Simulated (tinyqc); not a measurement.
Tail temperature from the power law.

Question. When tail states hold most of the charge, the linear current goes as I = A (Vg - VT)^g with g = 2 Tt/T - 1. Find g, Tt and the tail width kB Tt.

Parameters, values chosen for the exercise:
- T = 290 K (temperature)

Constants: q = 1.602176634e-19 C, kB = 1.380649e-23 J/K, Vt = kB T/q. Results are converted to the units shown.

I at Vg - VT = 23 and 34 V (nA): [16913.748, 40617.802]

Answer. g is the slope of ln I against ln(Vg - VT).

g = 2.241
Tt = 470.0 K
kB Tt = 40.50 meV

Computed by the program tinyqc: `OMP_NUM_THREADS=1 python tinyqc.py 2610004 2610005 out.jsonl`, one thread of a shared Intel Xeon 2.30GHz, about 0.01 s for the whole run.
